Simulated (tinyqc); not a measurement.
G0W0 on RHF in the sto-6g basis, for BeH2, spin multiplicity 1, step by step. One step of it, computed by the program tinyqc.

Task: G0W0 on Hartree-Fock: HOMO. W(p,q,m) = sqrt2 sum_ia (pq|ia) (X+Y)_ia,m; Sigma_c(x) = sum_(i,m) W^2/(x - e_i + w_m) + sum_(a,m) W^2/(x - e_a - w_m); solve x = e_p + Sigma_c(x) by Newton steps; Z = 1/(1 - dSigma/dx); 1 hartree = 27.211386 eV.

orbital energies (hartree): MO1 -4.602144, MO2 -0.421435, MO3 -0.379735, MO4 0.207388, MO5 0.210204, MO6 0.365555, MO7 0.704595

Two-electron integrals over orbitals (pq|rs), unique and non-zero (hartree):
```
(11|11) 2.281013    (21|11) -0.187871   (21|21) 0.024358    (22|11) 0.460490
(22|21) -0.005683   (22|22) 0.376016    (31|11) -0.001711   (31|21) 0.000171
(31|22) -0.000276   (31|31) 0.005192    (32|11) 0.000104    (32|21) -0.000144
(32|22) -0.003317   (32|31) 0.011059    (32|32) 0.159912    (33|11) 0.422139
(33|21) -0.002083   (33|22) 0.387832    (33|31) 0.000180    (33|32) 0.002745
(33|33) 0.410965    (41|11) 0.034694    (41|21) -0.004246   (41|22) 0.002289
(41|31) -0.000041   (41|32) 4.12e-06    (41|33) 0.001226    (41|41) 0.016442
(42|11) -0.018244   (42|21) 0.001265    (42|22) 0.006445    (42|31) 0.000010
(42|32) -0.000113   (42|33) 0.007988    (42|41) 0.014166    (42|42) 0.047231
(43|11) -0.000232   (43|21) 0.000014    (43|22) -0.000169   (43|31) -0.000140
(43|32) 0.011436    (43|33) 0.000293    (43|41) 0.000132    (43|42) 0.000306
(43|43) 0.013829    (44|11) 0.568049    (44|21) -0.006986   (44|22) 0.352670
(44|31) -0.000061   (44|32) 0.000014    (44|33) 0.336192    (44|41) -0.004276
(44|42) -0.022762   (44|43) -0.000255   (44|44) 0.451808    (51|51) 0.016023
(52|51) 0.014700    (52|52) 0.046882    (53|51) 0.000137    (53|52) 0.000309
(53|53) 0.012556    (54|51) -0.002750   (54|52) -0.007364   (54|53) -0.000073
(54|54) 0.025135    (55|11) 0.570060    (55|21) -0.006848   (55|22) 0.353684
(55|31) -0.000061   (55|32) 0.000013    (55|33) 0.336239    (55|41) 0.001061
(55|42) -0.008645   (55|43) -0.000116   (55|44) 0.400756    (55|55) 0.450117
(61|11) -0.197845   (61|21) 0.026306    (61|22) -0.005976   (61|31) 0.000269
(61|32) 0.000031    (61|33) -0.002730   (61|41) -0.002255   (61|42) 0.003279
(61|43) 0.000030    (61|44) -0.006342   (61|55) -0.005381   (61|61) 0.028871
(62|11) 0.139433    (62|21) -0.006321   (62|22) -0.014988   (62|31) -0.000028
(62|32) 0.000976    (62|33) -0.040487   (62|41) 0.003251    (62|42) -0.004070
(62|43) -2.97e-06   (62|44) 0.063058    (62|55) 0.066762    (62|61) -0.005292
(62|62) 0.083073    (63|11) 0.001976    (63|21) -0.000065   (63|22) 0.001692
(63|31) -0.000434   (63|32) -0.091288   (63|33) -0.002131   (63|41) 0.000032
(63|42) -0.000009   (63|43) -0.009620   (63|44) 0.000945    (63|55) 0.000989
(63|61) -0.000062   (63|62) 0.000469    (63|63) 0.085079    (64|11) 0.014552
(64|21) 0.000406    (64|22) 0.001389    (64|31) -3.19e-06   (64|32) -0.000054
(64|33) -0.003753   (64|41) 0.015074    (64|42) 0.041934    (64|43) 0.000430
(64|44) -0.002370   (64|55) 0.006404    (64|61) 0.002852    (64|62) 0.018303
(64|63) 0.000273    (64|64) 0.046802    (65|51) 0.016042    (65|52) 0.046064
(65|53) 0.000480    (65|54) -0.004727   (65|65) 0.049308    (66|11) 0.473503
(66|21) -0.007098   (66|22) 0.379197    (66|31) -0.000009   (66|32) 0.000682
(66|33) 0.388785    (66|41) 0.006790    (66|42) 0.019468    (66|43) 0.000258
(66|44) 0.352115    (66|55) 0.356354    (66|61) -0.006376   (66|62) -0.022067
(66|63) -0.000753   (66|64) 0.012379    (66|66) 0.400122    (71|11) 0.000653
(71|21) -0.000186   (71|22) -0.000334   (71|31) 0.009801    (71|32) 0.017570
(71|33) 0.000330    (71|41) 0.000007    (71|42) -0.000006   (71|43) -0.000463
(71|44) 0.000016    (71|55) 0.000013    (71|61) -0.000042   (71|62) 0.000052
(71|63) 0.000258    (71|64) -0.000019   (71|66) 0.000116    (71|71) 0.018674
(72|11) -0.001782   (72|21) 0.000016    (72|22) 0.000898    (72|31) 0.004453
(72|32) -0.040595   (72|33) -0.000408   (72|41) -0.000009   (72|42) 0.000225
(72|43) -0.009424   (72|44) -0.000788   (72|55) -0.000801   (72|61) 0.000077
(72|62) -0.001400   (72|63) 0.062401    (72|64) -0.000109   (72|66) 0.000021
(72|71) 0.008236    (72|72) 0.057954    (73|11) 0.150014    (73|21) -0.003895
(73|22) -0.000690   (73|31) 0.000022    (73|32) 0.000094    (73|33) -0.018426
(73|41) 0.000020    (73|42) -0.013053   (73|43) -0.000206   (73|44) 0.069018
(73|55) 0.069725    (73|61) -0.003543   (73|62) 0.078011    (73|63) 0.001391
(73|64) 0.009020    (73|66) -0.018850   (73|71) 0.000108    (73|72) -0.000687
(73|73) 0.087447    (74|11) -0.000024   (74|21) 0.000018    (74|22) 0.000410
(74|31) -0.001890   (74|32) -0.021419   (74|33) -0.000405   (74|41) -0.000055
(74|42) -0.000271   (74|43) 0.011718    (74|44) 0.000034    (74|55) -1.29e-06
(74|61) -0.000020   (74|62) -0.000161   (74|63) 0.013331    (74|64) -0.000094
(74|66) -0.000158   (74|71) -0.003249   (74|72) 0.004042    (74|73) -0.000025
(74|74) 0.019957    (75|51) -0.000058   (75|52) -0.000296   (75|53) 0.013286
(75|54) 0.000019    (75|65) -0.000118   (75|75) 0.016931    (76|11) 0.000070
(76|21) -0.000095   (76|22) -0.002688   (76|31) 0.009704    (76|32) 0.138416
(76|33) 0.002670    (76|41) -0.000021   (76|42) -0.000160   (76|43) 0.012434
(76|44) -0.000016   (76|55) -0.000039   (76|61) 0.000053    (76|62) 0.000723
(76|63) -0.088850   (76|64) -0.000132   (76|66) 0.000783    (76|71) 0.015861
(76|72) -0.047779   (76|73) -0.000052   (76|74) -0.018236   (76|76) 0.133113
(77|11) 0.547252    (77|21) -0.007099   (77|22) 0.401824    (77|31) -0.000121
(77|32) -0.001135   (77|33) 0.417976    (77|41) 0.000984    (77|42) 0.001493
(77|43) -0.000078   (77|44) 0.378886    (77|55) 0.378133    (77|61) -0.007391
(77|62) -0.019163   (77|63) 0.000525    (77|64) -0.004426   (77|66) 0.411575
(77|71) -0.000064   (77|72) 0.000480    (77|73) 0.002819    (77|74) 0.000129
(77|76) -0.000798   (77|77) 0.455186
```

excitation energies w (hartree): 0.612702  0.614536  0.715539  0.719002  0.862098  0.880015  1.263413  1.289692  4.842240  4.844335  5.025231  5.343978

X + Y:
```
             1          2          3          4          5          6          7          8
1>4  -0.000044   0.000000  -0.011131   0.000000   0.000043  -0.002595  -0.000012  -0.000446
1>5   0.000000  -0.000045   0.000000  -0.011557   0.000000   0.000000   0.000000   0.000000
1>6  -0.000008   0.000000  -0.002347   0.000000  -0.000027   0.002669   0.000117   0.003843
1>7   0.000190   0.000000   0.000006   0.000000   0.001830   0.000006  -0.005922   0.000193
2>4  -0.005438   0.000000   0.936612   0.000000  -0.000210   0.013228  -0.000872  -0.026945
2>5   0.000000  -0.005460   0.000000   0.937257   0.000000   0.000000   0.000000   0.000000
2>6  -0.000241   0.000000  -0.001399   0.000000  -0.022787   0.887000   0.008925   0.270070
2>7   0.022580   0.000000  -0.000653   0.000000  -0.320959  -0.002188   0.904912  -0.042487
3>4   0.977537   0.000000   0.004852   0.000000  -0.035609  -0.000621  -0.020423   0.000473
3>5   0.000000   0.979769   0.000000   0.004879   0.000000   0.000000   0.000000   0.000000
3>6   0.054956   0.000000   0.000253   0.000000   0.891190   0.021414   0.214835  -0.004657
3>7   0.000326   0.000000   0.051257   0.000000   0.001639  -0.383625   0.040920   0.858630

             9        10         11         12
1>4   0.996310  0.000000  -0.023871   0.000029
1>5   0.000000  0.996683   0.000000   0.000000
1>6   0.024713  0.000000   0.993960  -0.000251
1>7  -0.000025  0.000000   0.000268   0.996505
2>4   0.001557  0.000000   0.000298  -0.000001
2>5   0.000000  0.001613   0.000000   0.000000
2>6   0.000433  0.000000  -0.000696   0.000006
2>7  -0.000001  0.000000   0.000015   0.001368
3>4   0.000013  0.000000   0.000003  -0.000040
3>5   0.000000  0.000014   0.000000   0.000000
3>6   0.000004  0.000000  -0.000008   0.000037
3>7  -0.000011  0.000000  -0.000655   0.000017
```

Give: The 12 largest terms at x = e_p; Newton steps; quasiparticle energy of the HOMO; Hartree-Fock value.

Result:

The 12 largest terms at x = e_p (hartree; W for the signs of X + Y given):
```
q  m       W       term
2  5  -0.097      0.010
7  8   0.136     -0.008
6  7   0.106     -0.006
2  7  -0.080   4.92e-03
6  5   0.079  -3.92e-03
3  6  -0.041   1.88e-03
7  6   0.050  -1.28e-03
3  8  -0.038   1.13e-03
4  1   0.018  -2.72e-04
5  2   0.017  -2.51e-04
4  7  -0.015  -1.28e-04
3  3   0.009   1.21e-04
```

Newton steps (hartree):
```
step       x  Sigma_c(x)      Z
0     -0.380   -7.09e-04  0.972
1     -0.380   -6.90e-04  0.972
2     -0.380   -6.90e-04  0.972
```

quasiparticle energy of the HOMO = -10.352 eV

Hartree-Fock value = -10.333 eV
